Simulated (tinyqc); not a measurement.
Changing the segregation energy E_s: surface segregation during layer-by-layer epitaxy: two-layer exchange kinetics and the shape of quantum wells and delta layers. Computed by tinyqc, a small Python program. Command: `OMP_NUM_THREADS=1 python tinyqc.py 3006181 3006182 out.jsonl mbeseg sweep`. One thread of a shared host (Intel(R) Xeon(R) Processor @ 2.30GHz), about 0.01 s of CPU time with the checks.

Atoms A and B exchange only between the growing layer and the one below it. B is supplied for N layers, then pure A follows.

Inputs (values chosen for the exercise, close to those used for phosphorus in silicon):

| quantity | value | unit |
|---|---|---|
| barrier E1 for B to move up | 1.68 | eV |
| attempt frequency nu | 10 | THz |
| growth rate G | 0.19 | layers/s |
| share x0 of B in the flux during the well | 0.16 | - |
| layers in the well N | 10 | - |
| layer thickness | 1.36 | angstrom |
| temperature T | 330 | C |

Constants: k_B = 8.617333262e-05 eV/K.

Method:
- p1 = nu exp(-E1/(k_B T)) (B up, A down), p2 = nu exp(-(E1 + E_s)/(k_B T)) (B down); time per layer tau = 1/G; K = p1/p2.
- Temperatures in kelvin are T(C) + 273.15.
- Dilute equilibrium share passed up per layer R_eq = K/(1 + K).
- Each layer is deposited complete with B share x_dep and then exchanges for the time tau = 1/G with the layer below, whose share is b (total c = s + b fixed): ds/dt = p1 b (1 - s) - p2 s (1 - b), s(0) = x_dep. With the roots s1 < s2 of the right side, (s - s1)/(s - s2) = [(s(0) - s1)/(s(0) - s2)] exp(-(p1 - p2)(s2 - s1) tau). The lower layer is then buried with c - s, and s becomes the b of the next layer.
- In the dilute tail each layer passes up the share R = R_eq (1 - exp(-(p1 + p2) tau)); decay length = -layer thickness/ln R.
- Index 0 is the last layer of pure A below the well. Share of B outside the intended layers 1..N = 1 - (sum over 1..N)/(N x0).

One run for each value:

| segregation energy E_s (eV) | share passed up R | decay length (angstrom) | peak share (largest buried share) | R_eq |
|---|---|---|---|---|
| 0.03 | 0.33897 | 1.2571 | 0.16000 | 0.64042 |
| 0.10 | 0.37068 | 1.3704 | 0.16000 | 0.87258 |
| 0.17 | 0.37960 | 1.4040 | 0.16000 | 0.96341 |
| 0.24 | 0.38197 | 1.4131 | 0.16000 | 0.99022 |
| 0.31 | 0.38259 | 1.4155 | 0.16000 | 0.99744 |
| 0.39 | 0.38276 | 1.4162 | 0.16000 | 0.99945 |
| 0.46 | 0.38280 | 1.4163 | 0.16000 | 0.99986 |
| 0.53 | 0.38281 | 1.4163 | 0.16000 | 0.99996 |
| 0.60 | 0.38281 | 1.4163 | 0.16000 | 0.99999 |

Describe and explain the trends.

Over the rows, share passed up R rises from 0.339 to 0.383; decay length (angstrom) rises from 1.26 to 1.42; peak share (largest buried share) goes from 0.160 through a minimum among these rows, 0.160 at 0.100, to 0.160. R stays far below R_eq: the rate p1 limits, so E_s hardly matters.

Caution (rows 0.0300): a decay length below one layer thickness is only formal. Caution (all rows): two-layer exchange with complete layers is a simplification that can understate segregation at low temperature; desorption, step-edge exchange and surfactants are left out.

Extremes, crossings and ranges named in words are read from the listed rows.
